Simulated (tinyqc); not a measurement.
Changing the fraction x of B: elastic strain and critical thickness of a cubic alloy layer A(1-x)B(x) on a thick substrate. Computed by tinyqc, a small Python program. Command: `OMP_NUM_THREADS=1 python tinyqc.py 3014719 3014720 out.jsonl misfit sweep`. One thread of a shared host (Intel(R) Xeon(R) Processor @ 2.30GHz), about 0.01 s of CPU time with the checks.

Strain is positive in tension. The layer is coherent with the substrate unless said otherwise.

Inputs (values chosen for the exercise, for a model alloy): lattice constant a_A = 5.653 angstrom; lattice constant a_B = 6.096 angstrom; substrate lattice constant a_S = 5.646 angstrom; layer thickness h = 7.5 nm; X-ray wavelength = 1.540593 angstrom; start of the iteration h0/b = 20.

Growth plane: (001). Layer: uncapped. Misfit dislocation: 60-degree.

C11, C12, C44 of A (GPa): [110.9, 50.14, 53.08]

C11, C12, C44 of B (GPa): [99, 44.99, 45.03]

Method:
- a = (1 - x) a_A + x a_B, the same rule for each C_ij; misfit f = (a_S - a)/a, the in-plane strain of the coherent layer.
- (001): D = 2 C12/C11, M = C11 + C12 - 2 C12^2/C11. The free surface carries no normal stress, so e_perp = -D f; dV/V = 2 f + e_perp; stress = M f; energy per area = M f^2 h (1 GPa nm = 1 J/m^2).
- Reflection 004: d = a_perp/sqrt(16), with a_perp = a (1 + e_perp) for the coherent layer, a for the relaxed layer and a_S for the substrate; sin(theta) = lambda/(2 d).
- Voigt averages: G = (C11 - C12 + 3 C44)/5, B = (C11 + 2 C12)/3, nu = (3 B - 2 G)/(2 (3 B + G)); b = a/sqrt(2). The 60-degree dislocation has cos alpha = 1/2, and cos lambda = 1/2 on (001).
- Matthews-Blakeslee: h_c = A [ln(h_c/b) + 1], A = b (1 - nu cos^2 alpha)/(8 pi |f| (1 + nu) cos lambda), the factor 8 pi being that of an uncapped layer.
- Start at h0, put the right side back in, and stop when the change is below 1e-9 h or h turns negative.

One run for each value; columns: (1) fraction x of B; (2) misfit f; (3) in-plane stress (GPa); (4) critical thickness h_c (Matthews-Blakeslee) (nm); (5) peak separation of the coherent layer (arcsec); (6) biaxial modulus M (GPa):
```
(1)         (2)      (3)     (4)     (5)     (6)
0.04  -0.004359  -0.5022  29.312   -1109  115.20
0.13  -0.011311  -1.2901   8.758   -2852  114.06
0.22  -0.018166  -2.0514   4.615   -4542  112.93
0.32  -0.025671  -2.8667   2.803   -6359  111.67
0.41  -0.032329  -3.5735   1.960   -7944  110.53
0.50  -0.038897  -4.2553   1.434   -9483  109.40
0.59  -0.045376  -4.9127   1.073  -10979  108.27
```

Over the rows, misfit f falls from -0.00436 to -0.0454 (exponent d ln y / d ln x 0.81 between the first rows and 0.93 between the last); in-plane stress (GPa) falls from -0.502 to -4.91 (exponent d ln y / d ln x 0.80 between the first rows and 0.87 between the last); critical thickness h_c (Matthews-Blakeslee) (nm) falls from 29.3 to 1.07 (exponent d ln y / d ln x -1.0 between the first rows and -1.8 between the last). h_c |f| / 1 nm runs from 0.128 to 0.0487: it would be constant but for the logarithm and the drift of b and nu. Left out: 0.680, 0.780, 0.870, 0.960 (the Matthews-Blakeslee equation has no root well above b).

Caution (rows 0.320, 0.410, 0.500, 0.590): above about 2 % misfit, linear elasticity is rough and compressed layers tend to form islands before dislocations. Caution (rows 0.320, 0.410, 0.500, 0.590): a critical thickness of a few Burgers vectors is outside continuum elasticity and hangs on the core term.

Extremes, crossings and ranges named in words are read from the listed rows.
